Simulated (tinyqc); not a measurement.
UHF in the sto-3g basis, for H3-, spin multiplicity 1, step by step. The basis has no diffuse functions, so it cannot describe the extra electron: this is an exercise in the method, not the real anion. One step of it, computed by the program tinyqc.

Task: Iteration 3: diagonalisation and new density. Diagonalise F' = X^T F X, C = X C', fill 2 alpha and 2 beta electrons from the bottom; D(s) = C_occ C_occ^T. Each column has its largest component positive (the first on a tie).

extrapolated F(alpha) (hartree):
```
           1H 1s      2H 1s      3H 1s
1H 1s   0.198210  -0.112271  -0.194889
2H 1s  -0.112271  -0.082852  -0.009420
3H 1s  -0.194889  -0.009420   0.438474
```

extrapolated F(beta) (hartree):
```
           1H 1s      2H 1s      3H 1s
1H 1s   0.191836  -0.202563  -0.100167
2H 1s  -0.202563   0.430331  -0.011618
3H 1s  -0.100167  -0.011618  -0.071143
```

X:
```
               1          2         3
1H 1s   0.880498  -0.003165  0.598256
2H 1s  -0.622790  -0.694798  0.445780
3H 1s  -0.586277   0.733316  0.424947
```

Give: F' = X^T F X; orbital energies; coefficients C; F' = X^T F X; orbital energies; coefficients C; D(alpha) after iteration 3; D(beta) after iteration 3.

Result:

F' = X^T F X (alpha) (hartree):
```
         1        2        3
1   0.5897  -0.2822   0.0163
2  -0.2822   0.2058   0.1232
3   0.0163   0.1232  -0.0289
```

orbital energies (alpha) (hartree): MO1 -0.1118, MO2 0.1369, MO3 0.7415

coefficients C (alpha):
```
          MO1      MO2      MO3
1H 1s  0.2912   0.7076  -0.7400
2H 1s  0.8718  -0.5008   0.2419
3H 1s  0.1004   0.5136   0.8878
```

F' = X^T F X (beta) (hartree):
```
         1        2        3
1   0.6083   0.2755  -0.0010
2   0.2755   0.1809  -0.1155
3  -0.0010  -0.1155  -0.0220
```

orbital energies (beta) (hartree): MO1 -0.0989, MO2 0.1192, MO3 0.7468

coefficients C (beta):
```
          MO1      MO2      MO3
1H 1s  0.2995   0.7015  -0.7426
2H 1s  0.1163   0.5013   0.8969
3H 1s  0.8669  -0.5106   0.2232
```

D(alpha) after iteration 3:
```
         1H 1s    2H 1s    3H 1s
1H 1s   0.5856  -0.1005   0.3927
2H 1s  -0.1005   1.0108  -0.1697
3H 1s   0.3927  -0.1697   0.2739
```

D(beta) after iteration 3:
```
         1H 1s    2H 1s    3H 1s
1H 1s   0.5818   0.3865  -0.0986
2H 1s   0.3865   0.2649  -0.1551
3H 1s  -0.0986  -0.1551   1.0122
```
